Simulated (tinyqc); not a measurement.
## Margin needed against array size

Cells fail independently with probability Q(k) = erfc(k/sqrt(2))/2 when the margin is k standard deviations, and Y = exp(-Nb Q(k)). phi = exp(-k^2/2)/sqrt(2 pi).  k solves Y = exp(-Nb Q(k)); the estimate is sqrt(2 ln(Nb/(-ln Y))).

Inputs (values chosen for the exercise): wanted yield Y = 0.99.

Margin needed against array size:

| Nb | allowed Q | k | estimate |
|---|---|---|---|
| 64 | 1.570e-4 | 3.603 | 4.185 |
| 1024 | 9.815e-6 | 4.269 | 4.802 |
| 16384 | 6.134e-7 | 4.851 | 5.349 |
| 262144 | 3.834e-8 | 5.375 | 5.844 |
| 4194304 | 2.396e-9 | 5.854 | 6.301 |
| 67108864 | 1.498e-10 | 6.299 | 6.726 |
| 1073741824 | 9.360e-12 | 6.716 | 7.127 |

A 1.68e7-fold larger array raises k only from 3.60 to 6.72; the last factor of 16 costs 0.42 standard deviations. The estimate, which drops the factor 1/(k sqrt(2 pi)) of the tail, is 16 % above k in the first row and 6.1 % above it in the last.

Computed by the program tinyqc: `OMP_NUM_THREADS=1 python tinyqc.py 2090135 2090136 out.jsonl`, one thread of a shared Intel Xeon 2.30GHz, about 0.01 s for the whole run.
